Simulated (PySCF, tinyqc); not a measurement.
Coupled-perturbed Hartree-Fock on RHF in the sto-3g basis, for H6, spin multiplicity 1, step by step. The lowest restricted solution is unstable here: a spin-polarised one lies 0.0370 hartree lower (PySCF). Computed by tinyqc, a small Python program that keeps every step (integrals from PySCF). Settings: charge = 0, multiplicity = 1, basis = sto-3g, method = RHF, energy threshold = 1e-10, iteration cap = 52, orthogonalisation = symmetric, start = core, DIIS depth = 6. Command: `OMP_NUM_THREADS=1 python tinyqc.py 23458 23459 out.jsonl` (the two numbers bound the seeds that draw the settings). One thread of a shared host (Intel(R) Xeon(R) Processor @ 2.60GHz), about 0.2 s of CPU time with the checks. The early iterations of the SCF are left out here.

## One-electron integrals

Geometry (angstrom):
```
atom        x        y        z
H     0.00000  0.00000  0.00000
H     0.00000  0.00000  1.15000
H     0.00000  0.00000  2.20600
H     0.00000  0.00000  3.35600
H     0.00000  0.00000  4.41100
H     0.00000  0.00000  5.56200
```

Basis sto-3g: exponents (1/bohr^2) and contraction coefficients of normalised primitives:
```
element  l (shell)  exponent  coefficient
H            s (1)   3.42525      0.15433
H            s (1)   0.62391      0.53533
H            s (1)   0.16886      0.44463
```

Overlap, kinetic and nuclear-attraction integrals over the contracted functions; the nuclear repulsion is the sum of Za Zb / Rab.

nuclear repulsion = 4.1550853 hartree

overlap S, order 1H 1s, 2H 1s, 3H 1s, 4H 1s, 5H 1s, 6H 1s:
```
[[1.00000, 0.41275, 0.08420, 0.00837, 0.00060, 0.00002],
 [0.41275, 1.00000, 0.46411, 0.08420, 0.01036, 0.00059],
 [0.08420, 0.46411, 1.00000, 0.41275, 0.08435, 0.00837],
 [0.00837, 0.08420, 0.41275, 1.00000, 0.46468, 0.08420],
 [0.00060, 0.01036, 0.08435, 0.46468, 1.00000, 0.41222],
 [0.00002, 0.00059, 0.00837, 0.08420, 0.41222, 1.00000]]
```

kinetic energy T (hartree), order 1H 1s, 2H 1s, 3H 1s, 4H 1s, 5H 1s, 6H 1s:
```
[[0.76003, 0.06469, -0.01143, -0.00394, -0.00049, -0.00002],
 [0.06469, 0.76003, 0.09184, -0.01143, -0.00458, -0.00048],
 [-0.01143, 0.09184, 0.76003, 0.06469, -0.01143, -0.00394],
 [-0.00394, -0.01143, 0.06469, 0.76003, 0.09216, -0.01143],
 [-0.00049, -0.00458, -0.01143, 0.09216, 0.76003, 0.06444],
 [-0.00002, -0.00048, -0.00394, -0.01143, 0.06444, 0.76003]]
```

nuclear attraction V (hartree), order 1H 1s, 2H 1s, 3H 1s, 4H 1s, 5H 1s, 6H 1s:
```
[[-2.29158, -0.93361, -0.18874, -0.01845, -0.00130, -0.00004],
 [-0.93361, -2.68977, -1.17504, -0.20025, -0.02357, -0.00130],
 [-0.18874, -1.17504, -2.80519, -1.04858, -0.20062, -0.01845],
 [-0.01845, -0.20025, -1.04858, -2.80550, -1.17679, -0.18874],
 [-0.00130, -0.02357, -0.20062, -1.17679, -2.68995, -0.93221],
 [-0.00004, -0.00130, -0.01845, -0.18874, -0.93221, -2.29119]]
```

core Hamiltonian H = T + V (hartree), order 1H 1s, 2H 1s, 3H 1s, 4H 1s, 5H 1s, 6H 1s:
```
[[-1.53155, -0.86892, -0.20017, -0.02239, -0.00179, -0.00006],
 [-0.86892, -1.92973, -1.08321, -0.21168, -0.02815, -0.00178],
 [-0.20017, -1.08321, -2.04516, -0.98389, -0.21205, -0.02239],
 [-0.02239, -0.21168, -0.98389, -2.04547, -1.08463, -0.20017],
 [-0.00179, -0.02815, -0.21205, -1.08463, -1.92992, -0.86777],
 [-0.00006, -0.00178, -0.02239, -0.20017, -0.86777, -1.53116]]
```

## Two-electron integrals

Functions are numbered as in S; the eight-fold symmetry (ij|kl) = (ji|kl) = (kl|ij) leaves the list below.

Two-electron integrals (ij|kl) in chemists' order, unique and non-zero (hartree):
```
(11|11) 0.77461    (21|11) 0.24555    (21|21) 0.10507    (22|11) 0.43197
(22|21) 0.24555    (22|22) 0.77461    (31|11) 0.03739    (31|21) 0.01788
(31|22) 0.04864    (31|31) 0.00354    (32|11) 0.14662    (32|21) 0.08428
(32|22) 0.28420    (32|31) 0.02004    (32|32) 0.13601    (33|11) 0.23951
(33|21) 0.13420    (33|22) 0.46018    (33|31) 0.03739    (33|32) 0.28420
(33|33) 0.77461    (41|11) 0.00271    (41|21) 0.00142    (41|22) 0.00427
(41|31) 0.00032    (41|32) 0.00200    (41|33) 0.00427    (41|41) 3.18e-05
(42|11) 0.02050    (42|21) 0.01135    (42|22) 0.03739    (42|31) 0.00286
(42|32) 0.02004    (42|33) 0.04864    (42|41) 0.00032    (42|42) 0.00354
(43|11) 0.07918    (43|21) 0.04180    (43|22) 0.13420    (43|31) 0.01135
(43|32) 0.08428    (43|33) 0.24555    (43|41) 0.00142    (43|42) 0.01788
(43|43) 0.10507    (44|11) 0.15768    (44|21) 0.07918    (44|22) 0.23951
(44|31) 0.02050    (44|32) 0.14662    (44|33) 0.43197    (44|41) 0.00271
(44|42) 0.03739    (44|43) 0.24555    (44|44) 0.77461    (51|11) 0.00015
(51|21) 0.00008    (51|22) 0.00025    (51|31) 1.95e-05   (51|32) 0.00013
(51|33) 0.00032    (51|41) 2.16e-06   (51|42) 2.37e-05   (51|43) 0.00012
(51|44) 0.00024    (51|51) 1.61e-07   (52|11) 0.00203    (52|21) 0.00108
(52|22) 0.00345    (52|31) 0.00028    (52|32) 0.00199    (52|33) 0.00525
(52|41) 3.32e-05   (52|42) 0.00040    (52|43) 0.00220    (52|44) 0.00525
(52|51) 2.66e-06   (52|52) 4.89e-05   (53|11) 0.01374    (53|21) 0.00699
(53|22) 0.02147    (53|31) 0.00183    (53|32) 0.01309    (53|33) 0.03746
(53|41) 0.00023    (53|42) 0.00295    (53|43) 0.01792    (53|44) 0.04873
(53|51) 1.96e-05   (53|52) 0.00040    (53|53) 0.00356    (54|11) 0.06355
(54|21) 0.03102    (54|22) 0.09059    (54|31) 0.00770    (54|32) 0.05273
(54|33) 0.14683    (54|41) 0.00098    (54|42) 0.01309    (54|43) 0.08441
(54|44) 0.28463    (54|51) 0.00009    (54|52) 0.00200    (54|53) 0.02010
(54|54) 0.13638    (55|11) 0.11997    (55|21) 0.05719    (55|22) 0.16227
(55|31) 0.01372    (55|32) 0.09050    (55|33) 0.23962    (55|41) 0.00167
(55|42) 0.02144    (55|43) 0.13427    (55|44) 0.46050    (55|51) 0.00015
(55|52) 0.00345    (55|53) 0.03746    (55|54) 0.28463    (55|55) 0.77461
(61|11) 3.39e-06   (61|21) 1.77e-06   (61|22) 5.57e-06   (61|31) 4.62e-07
(61|32) 3.30e-06   (61|33) 8.94e-06   (61|41) 5.60e-08   (61|42) 6.78e-07
(61|43) 3.80e-06   (61|44) 8.94e-06   (61|52) 8.39e-08   (61|53) 6.79e-07
(61|54) 3.30e-06   (61|55) 5.57e-06   (62|11) 0.00009    (62|21) 4.77e-05
(62|22) 0.00014    (62|31) 1.22e-05   (62|32) 0.00009    (62|33) 0.00024
(62|41) 1.53e-06   (62|42) 1.95e-05   (62|43) 0.00012    (62|44) 0.00032
(62|51) 1.30e-07   (62|52) 2.65e-06   (62|53) 2.37e-05   (62|54) 0.00013
(62|55) 0.00025    (62|62) 1.60e-07   (63|11) 0.00116    (63|21) 0.00057
(63|22) 0.00167    (63|31) 0.00014    (63|32) 0.00098    (63|33) 0.00271
(63|41) 1.77e-05   (63|42) 0.00023    (63|43) 0.00142    (63|44) 0.00427
(63|51) 1.53e-06   (63|52) 3.32e-05   (63|53) 0.00032    (63|54) 0.00201
(63|55) 0.00427    (63|61) 5.60e-08   (63|62) 2.15e-06   (63|63) 3.18e-05
(64|11) 0.01009    (64|21) 0.00482    (64|22) 0.01371    (64|31) 0.00116
(64|32) 0.00769    (64|33) 0.02050    (64|41) 0.00014    (64|42) 0.00182
(64|43) 0.01135    (64|44) 0.03739    (64|51) 1.22e-05   (64|52) 0.00028
(64|53) 0.00286    (64|54) 0.02006    (64|55) 0.04864    (64|61) 4.62e-07
(64|62) 1.95e-05   (64|63) 0.00032    (64|64) 0.00354    (65|11) 0.04386
(65|21) 0.02055    (65|22) 0.05711    (65|31) 0.00481    (65|32) 0.03094
(65|33) 0.07910    (65|41) 0.00057    (65|42) 0.00697    (65|43) 0.04176
(65|44) 0.13407    (65|51) 4.78e-05   (65|52) 0.00108    (65|53) 0.01135
(65|54) 0.08428    (65|55) 0.24516    (65|61) 1.77e-06   (65|62) 0.00008
(65|63) 0.00142    (65|64) 0.01786    (65|65) 0.10477    (66|11) 0.09514
(66|21) 0.04391    (66|22) 0.11994    (66|31) 0.01009    (66|32) 0.06346
(66|33) 0.15768    (66|41) 0.00116    (66|42) 0.01371    (66|43) 0.07918
(66|44) 0.23951    (66|51) 0.00009    (66|52) 0.00203    (66|53) 0.02053
(66|54) 0.14675    (66|55) 0.43168    (66|61) 3.39e-06   (66|62) 0.00014
(66|63) 0.00271    (66|64) 0.03739    (66|65) 0.24516    (66|66) 0.77461
```

## Orthogonalisation

S = U s U^T; symmetric (Loewdin) form X = U s^(-1/2) U^T, so that X^T S X = 1.

eigenvalues of S: [0.31601, 0.45455, 0.73776, 1.05747, 1.52311, 1.91111]

X, order 1H 1s, 2H 1s, 3H 1s, 4H 1s, 5H 1s, 6H 1s:
```
[[1.07783, -0.25361, 0.04679, -0.00701, 0.00134, -0.00022],
 [-0.25361, 1.19139, -0.31064, 0.05121, -0.00921, 0.00134],
 [0.04679, -0.31064, 1.19692, -0.27776, 0.05125, -0.00700],
 [-0.00701, 0.05121, -0.27776, 1.19724, -0.31109, 0.04679],
 [0.00134, -0.00921, 0.05125, -0.31109, 1.19147, -0.25326],
 [-0.00022, 0.00134, -0.00700, 0.04679, -0.25326, 1.07761]]
```

## Iteration 8 (converged): orbitals

converged F (hartree), order 1H 1s, 2H 1s, 3H 1s, 4H 1s, 5H 1s, 6H 1s:
```
[[-0.20041, -0.40969, -0.11969, 0.00929, 0.00373, -0.01114],
 [-0.40969, -0.30224, -0.38497, -0.11632, -0.01505, 0.00374],
 [-0.11969, -0.38497, -0.30509, -0.40755, -0.11652, 0.00934],
 [0.00929, -0.11632, -0.40755, -0.30538, -0.38548, -0.11970],
 [0.00373, -0.01505, -0.11652, -0.38548, -0.30228, -0.40927],
 [-0.01114, 0.00374, 0.00934, -0.11970, -0.40927, -0.20014]]
```

Diagonalise F' = X^T F X, C = X C', fill 3 alpha and 3 beta electrons from the bottom; D = 2 C_occ C_occ^T. Each column has its largest component positive (the first on a tie).

F' = X^T F X (hartree):
```
[[-0.03218, -0.41100, 0.05599, 0.01757, 0.00306, -0.01350],
 [-0.41100, 0.04009, -0.38998, 0.06195, -0.00972, 0.00305],
 [0.05599, -0.38998, 0.04127, -0.42571, 0.06198, 0.01766],
 [0.01757, 0.06195, -0.42571, 0.04144, -0.39054, 0.05598],
 [0.00306, -0.00972, 0.06198, -0.39054, 0.04013, -0.41056],
 [-0.01350, 0.00305, 0.01766, 0.05598, -0.41056, -0.03230]]
```

orbital energies (hartree): [-0.61157, -0.49380, -0.28978, 0.14983, 0.50164, 0.84213]

coefficients C, order 1H 1s, 2H 1s, 3H 1s, 4H 1s, 5H 1s, 6H 1s:
```
[[0.16477, 0.34491, 0.48440, -0.59545, -0.59306, -0.37581],
 [0.29570, 0.42690, 0.25604, 0.27824, 0.78209, 0.74741],
 [0.38344, 0.16839, -0.42335, 0.49666, -0.36156, -0.93762],
 [0.38376, -0.16878, -0.42277, -0.49590, -0.36217, 0.93840],
 [0.29605, -0.42631, 0.25674, -0.27894, 0.78128, -0.74816],
 [0.16475, -0.34404, 0.48521, 0.59626, -0.59166, 0.37563]]
```

D after iteration 8, order 1H 1s, 2H 1s, 3H 1s, 4H 1s, 5H 1s, 6H 1s:
```
[[0.76150, 0.63998, -0.16762, -0.39954, 0.05221, 0.28703],
 [0.63998, 0.67048, 0.15376, -0.13364, -0.05743, 0.05215],
 [-0.16762, 0.15376, 0.70922, 0.59542, -0.13392, -0.40036],
 [-0.39954, -0.13364, 0.59542, 0.70899, 0.15405, -0.16768],
 [0.05221, -0.05743, -0.13392, 0.15405, 0.67059, 0.64002],
 [0.28703, 0.05215, -0.40036, -0.16768, 0.64002, 0.76187]]
```

## Convergence

Stop when the energy changes by less than 1e-10 hartree and every element of the error matrix X^T (F D S - S D F) X is below 3e-06.

Course of the cycle:
```
iteration  E (hartree)     change  largest element of the error matrix
1           -2.4704009          -                             4.27e-01
2           -3.0046276  -5.34e-01                             1.02e-01
3           -3.0375844  -3.30e-02                             1.80e-02
4           -3.0385793  -9.95e-04                             3.91e-03
5           -3.0386507  -7.13e-05                             2.67e-04
6           -3.0386508  -1.79e-07                             9.98e-06
7           -3.0386508  -2.51e-10                             1.63e-06
8           -3.0386508  -8.46e-12                             1.24e-07
```

PySCF RHF in the same basis = -3.0386508 hartree

Converged in 8 iterations.

## Integrals over molecular orbitals

(pq|rs) = sum C_ip C_jq C_kr C_ls (ij|kl), one index at a time.

one-electron integrals over orbitals h = C^T H C (hartree):
```
[[-2.13166, 0.00015, 0.13611, 0.00016, -0.05685, -0.00008],
 [0.00015, -1.91748, 0.00000, -0.20302, -0.00027, -0.03442],
 [0.13611, 0.00000, -1.74945, 0.00042, -0.16390, 0.00008],
 [0.00016, -0.20302, 0.00042, -1.60198, 0.00001, 0.13996],
 [-0.05685, -0.00027, -0.16390, 0.00001, -1.37390, 0.00013],
 [-0.00008, -0.03442, 0.00008, 0.13996, 0.00013, -1.25693]]
```

Two-electron integrals over orbitals (pq|rs), unique and non-zero (hartree):
```
(11|11) 0.40967     (21|11) -0.00020    (21|21) 0.13447     (22|11) 0.33332
(22|21) 0.00026     (22|22) 0.35793     (31|11) -0.07559    (31|21) -3.31e-05
(31|22) 0.02261     (31|31) 0.09577     (32|11) -0.00006    (32|21) 0.09143
(32|22) 0.00028     (32|31) -0.00007    (32|32) 0.11788     (33|11) 0.33700
(33|21) -0.00014    (33|22) 0.32573     (33|31) -0.01431    (33|32) -0.00020
(33|33) 0.34786     (41|11) -0.00011    (41|21) 0.05320     (41|22) -0.00005
(41|31) -0.00007    (41|32) -0.01986    (41|33) 0.00008     (41|41) 0.07778
(42|11) 0.08095     (42|21) -0.00014    (42|22) 0.01634     (42|31) -0.06119
(42|32) -0.00009    (42|33) -0.00428    (42|41) -4.71e-05   (42|42) 0.08853
(43|11) -0.00012    (43|21) -0.08681    (43|22) -0.00024    (43|31) 0.00023
(43|32) -0.08653    (43|33) 0.00014     (43|41) -0.00692    (43|42) -0.00012
(43|43) 0.11931     (44|11) 0.34353     (44|21) -0.00013    (44|22) 0.33074
(44|31) -0.01548    (44|32) -0.00017    (44|33) 0.34445     (44|41) 0.00005
(44|42) 0.00548     (44|43) 0.00011     (44|44) 0.35604     (51|11) 0.00388
(51|21) 1.30e-05    (51|22) 0.03738     (51|31) 0.03453     (51|32) -0.00005
(51|33) -0.01807    (51|41) -1.88e-05   (51|42) 0.02511     (51|43) -4.81e-06
(51|44) -0.01089    (51|51) 0.05814     (52|11) 0.00006     (52|21) 0.04812
(52|22) 0.00008     (52|31) -0.00011    (52|32) 0.00283     (52|33) 8.84e-06
(52|41) 0.04957     (52|42) 0.00013     (52|43) 0.03453     (52|44) 9.78e-06
(52|51) 0.00008     (52|52) 0.08676     (53|11) 0.08193     (53|21) -0.00013
(53|22) 0.01668     (53|31) -0.06245    (53|32) -0.00007    (53|33) 0.00404
(53|41) -4.80e-05   (53|42) 0.08249     (53|43) -0.00014    (53|44) 0.00124
(53|51) 0.01888     (53|52) 0.00011     (53|53) 0.08795     (54|11) -0.00008
(54|21) 0.09508     (54|22) 0.00027     (54|31) -0.00006    (54|32) 0.11314
(54|33) -0.00021    (54|41) -0.01160    (54|42) -0.00009    (54|43) -0.08829
(54|44) -0.00018    (54|51) -4.05e-05   (54|52) 0.00533     (54|53) -0.00008
(54|54) 0.12078     (55|11) 0.34878     (55|21) 0.00022     (55|22) 0.36581
(55|31) 0.01461     (55|32) 0.00023     (55|33) 0.33960     (55|41) -4.27e-05
(55|42) 0.02001     (55|43) -0.00022    (55|44) 0.34642     (55|51) 0.03516
(55|52) 0.00008     (55|53) 0.02106     (55|54) 0.00024     (55|55) 0.38939
(61|11) 0.00006     (61|21) -0.00156    (61|22) 2.89e-05    (61|31) -0.00006
(61|32) 0.02703     (61|33) -3.91e-05   (61|41) -0.02936    (61|42) 1.39e-05
(61|43) 0.03971     (61|44) -3.27e-05   (61|51) -0.00007    (61|52) 0.03822
(61|53) 7.99e-06    (61|54) 0.02493     (61|55) 1.91e-05    (61|61) 0.07184
(62|11) 0.00386     (62|21) 3.30e-05    (62|22) 0.03661     (62|31) 0.03349
(62|32) -3.97e-05   (62|33) -0.01281    (62|41) -5.38e-07   (62|42) 0.02048
(62|43) -5.56e-06   (62|44) -0.01494    (62|51) 0.05382     (62|52) 0.00010
(62|53) 0.02258     (62|54) -4.03e-05   (62|55) 0.03664     (62|61) -0.00006
(62|62) 0.05604     (63|11) -0.00009    (63|21) 0.05234     (63|22) -3.29e-05
(63|31) -0.00007    (63|32) -0.01415    (63|33) 0.00007     (63|41) 0.07240
(63|42) -3.77e-05   (63|43) -0.00755    (63|44) 0.00007     (63|51) -1.67e-05
(63|52) 0.04950     (63|53) -4.97e-05   (63|54) -0.01514    (63|55) -4.05e-05
(63|61) -0.02779    (63|62) -5.22e-06   (63|63) 0.07645     (64|11) -0.07861
(64|21) -1.78e-05   (64|22) 0.01680     (64|31) 0.09357     (64|32) -0.00005
(64|33) -0.01639    (64|41) -0.00006    (64|42) -0.06344    (64|43) 0.00023
(64|44) -0.01794    (64|51) 0.03266     (64|52) -0.00011    (64|53) -0.06513
(64|54) -0.00005    (64|55) 0.01717     (64|61) -0.00006    (64|62) 0.03361
(64|63) -0.00007    (64|64) 0.10187     (65|11) -0.00019    (65|21) 0.13805
(65|22) 0.00027     (65|31) -4.38e-05   (65|32) 0.09729     (65|33) -0.00015
(65|41) 0.05322     (65|42) -0.00014    (65|43) -0.09279    (65|44) -0.00014
(65|51) 1.05e-05    (65|52) 0.04984     (65|53) -0.00013    (65|54) 0.10261
(65|55) 0.00024     (65|61) -0.00147    (65|62) 3.07e-05    (65|63) 0.05681
(65|64) -3.05e-05   (65|65) 0.15489     (66|11) 0.43472     (66|21) -0.00018
(66|22) 0.35549     (66|31) -0.08033    (66|32) -0.00005    (66|33) 0.36149
(66|41) -0.00010    (66|42) 0.08711     (66|43) -0.00015    (66|44) 0.37045
(66|51) 0.00422     (66|52) 0.00007     (66|53) 0.09086     (66|54) -0.00007
(66|55) 0.38066     (66|61) 0.00006     (66|62) 0.00488     (66|63) -0.00009
(66|64) -0.08873    (66|65) -0.00019    (66|66) 0.48462
```

## Response to a field: uncoupled start

dipole integrals <a|z|i> (bohr), order a4, a5, a6:
```
[[0.16377, 0.00142, 2.87319],
 [0.00062, 0.37728, 0.00110],
 [0.07428, 0.00057, 0.18295]]
```

Field along z; U_ai = -mu_ai / (e_a - e_i), alpha = -4 sum U_ai mu_ai.

uncoupled U, order a4, a5, a6:
```
[[-0.21508, -0.00221, -6.53583],
 [-0.00056, -0.37901, -0.00139],
 [-0.05110, -0.00043, -0.16163]]
```

uncoupled polarisability = 75.96120 bohr^3

## Coupled step 1

U_ai = -(mu_ai + sum_bj [4 (ai|bj) - (ab|ij) - (aj|bi)] U_bj) / (e_a - e_i); alpha = -4 sum U_ai mu_ai.

U after step 1, order a4, a5, a6:
```
[[-0.22016, -0.00402, -6.39088],
 [-0.00011, -0.76934, -0.00280],
 [-0.10282, -0.00012, -0.16085]]
```

polarisability = 74.90248 bohr^3

## Coupled step 2

As before.

U after step 2, order a4, a5, a6:
```
[[-0.18064, -0.00367, -6.44729],
 [-0.00007, -0.80404, -0.00242],
 [-0.12040, -0.00009, -0.13245]]
```

polarisability = 75.56174 bohr^3

## Coupled polarisability

Repeat until U stops changing; compare with -d2E/dF2.

Course of the coupled iterations:
```
step  alpha (bohr^3)
0           75.96120
1           74.90248
2           75.56174
3           75.60606
4           75.62666
5           75.62936
6           75.63013
7           75.63027
8           75.63030
9           75.63031
10          75.63031
11          75.63031
12          75.63031
13          75.63031
14          75.63031
```

coupled polarisability = 75.63031 bohr^3

finite-field check, fields of +/-0.001 au = 75.63088 bohr^3
